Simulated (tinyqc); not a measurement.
Worked calculation: harmonic frequencies on the PBE/6-311g surface (energies and gradients from PySCF), for H2, spin multiplicity 1. One step of it, computed by the program tinyqc.

Question. One row of the Hessian: 2Hz. Displace 2Hz by +/-0.01 bohr; H(k, :) = (g(+) - g(-)) / (2 delta).

optimised positions (bohr), order 1H, 2H:
$$\begin{pmatrix}
0.000000 & 0.000000 & -0.050451 \\
0.000000 & 0.000000 & 1.367591
\end{pmatrix}$$

gradient at +delta (hartree/bohr), order 1H, 2H:
$$\begin{pmatrix}
0.00000000 & 0.00000000 & -0.00344343 \\
0.00000000 & 0.00000000 & 0.00344343
\end{pmatrix}$$

gradient at -delta (hartree/bohr), order 1H, 2H:
$$\begin{pmatrix}
0.00000000 & 0.00000000 & 0.00355944 \\
0.00000000 & 0.00000000 & -0.00355944
\end{pmatrix}$$

Give: row of the Hessian.

Answer.

row of the Hessian (hartree/bohr^2): 1Hx 0.00000, 1Hy 0.00000, 1Hz -0.35014, 2Hx 0.00000, 2Hy 0.00000, 2Hz 0.35014
